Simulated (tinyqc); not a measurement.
# Worked calculation: surface potential of a MOS transistor: implicit equation and explicit approximations

tinyqc, about 0.01 s, one thread, Intel Xeon 2.30GHz (shared host): `OMP_NUM_THREADS=1 python tinyqc.py 2122024 2122025 out.jsonl` Printed values are rounded.

p-type body, charge-sheet picture, depletion and inversion only, full ionisation (an idealisation for deep acceptors), Boltzmann statistics (rough once Na exp(x - xn) passes about Nc/7). In units of Vt: xg = (Vg - Vfb)/Vt, x = psi/Vt, G = gamma/sqrt(Vt), xn = (2 phiF + Vc)/Vt. The implicit equation is (xg - x)^2 = G^2 [x - 1 + exp(x - xn)] for x above about 3. Cox = eps0 eox/tox.

Parameters, values chosen for the exercise; band and dielectric values close to those of silicon:
```
symbol    value   unit                                                                 meaning
T           300      K                                                             temperature
Eg         1.11     eV                                                                band gap
eps_r      11.6                                                          relative permittivity
Nc       2.8e19  cm^-3                                  conduction-band density of states at T
Nv      2.61e19  cm^-3                                     valence-band density of states at T
eox         3.9         relative permittivity of the gate insulator (close to silicon dioxide)
tox          24     nm                                                     insulator thickness
Na       5.4e16  cm^-3                                                        acceptor density
Vfb       -0.31      V                                                       flat-band voltage
Vc            0      V                                                    channel-body voltage
Vg         1.39      V                                                       gate-body voltage
```

Constants: q = 1.602176634e-19 C, kB = 1.380649e-23 J/K, Vt = kB T/q, eps0 = 8.8541878128e-14 F/cm where lengths are in cm. Results are converted to the units shown.

## Scales

ni = sqrt(Nc Nv) exp(-Eg/(2 Vt)), Eg in volts; phiF = Vt ln(Na/ni); gamma = sqrt(2 q eps0 eps_r Na)/Cox; VT = Vfb + Vt (xn + G sqrt(xn - 1)).

phiF = 0.394308 V
gamma = 0.926549 V^0.5
G = 5.76264
xn = 30.5050
VT = 1.28783 V
xg = 65.7589

## Explicit approximation

Depletion value a = 1 + [sqrt(G^2/4 + xg - 1) - G/2]^2; inversion value b = xn + ln[(xg - xn)^2/G^2 - xn + 1] and first guess y = min(a, b) - ln(1 + exp(-|a - b|)) if a > xn + 1, else b = y = a; one second-order correction with D = exp(y - xn), p = 2 (xg - y) + G^2 (1 + D), w = (xg - y)^2 - G^2 (y - 1 + D): z = y + 2 w/(p + sqrt(p^2 - 2 (2 - G^2 D) w)), or the Newton step z = y + w/p where the root is not real.

a = 33.1064
b = 32.5745
y = 32.1124
p = 266.191
w = -66.7772
z = 31.8384

The root of the implicit equation is x = 31.8408; y misses it by 0.27 and z by -0.0023, in units of Vt.

## Starting value

x = a rounded to two decimals.

x at the start = 33.11

## Iteration 1: new x

D = exp(x - xn), f = (xg - x)^2 - G^2 (x - 1 + D), f' = -2 (xg - x) - G^2 (1 + D), x(new) = x - f/f'.

D = 13.5308
f = -449.685
f' = -547.835
x after iteration 1 = 32.2892

## Iteration 2: new x

As before.

D = 5.95437
f = -116.557
f' = -297.880
x after iteration 2 = 31.8979

## Iteration 3: new x

As before.

D = 4.02626
f = -13.1886
f' = -234.634
x after iteration 3 = 31.8417

## Course of the iteration

Stop when the step is below 1e-11, or after 60 iterations.

Course of the iteration:
```
iteration  x before the step      step
1                      33.11    -0.821
2                    32.2892    -0.391
3                    31.8979   -0.0562
4                    31.8417  -8.98e-4
5                    31.8408  -2.20e-7
6                    31.8408   < 1e-13
```

Converged in 6 iterations.

## Potential, charges and gate control

converged x = 31.8408

psi = Vt x; N_dep = Cox Vt G sqrt(x - 1)/q; N_inv = (Cox Vt G/q) [sqrt(x - 1 + exp(x - xn)) - sqrt(x - 1)]; dpsi/dVg = 1/[1 + G^2 (1 + exp(x - xn))/(2 (xg - x))].

psi = 0.823147 V
N_dep = 7.42967e11 cm^-2
N_inv = 4.4474e10 cm^-2
dpsi/dVg = 0.298409

psi lies 1.3 Vt above 2 phiF + Vc.
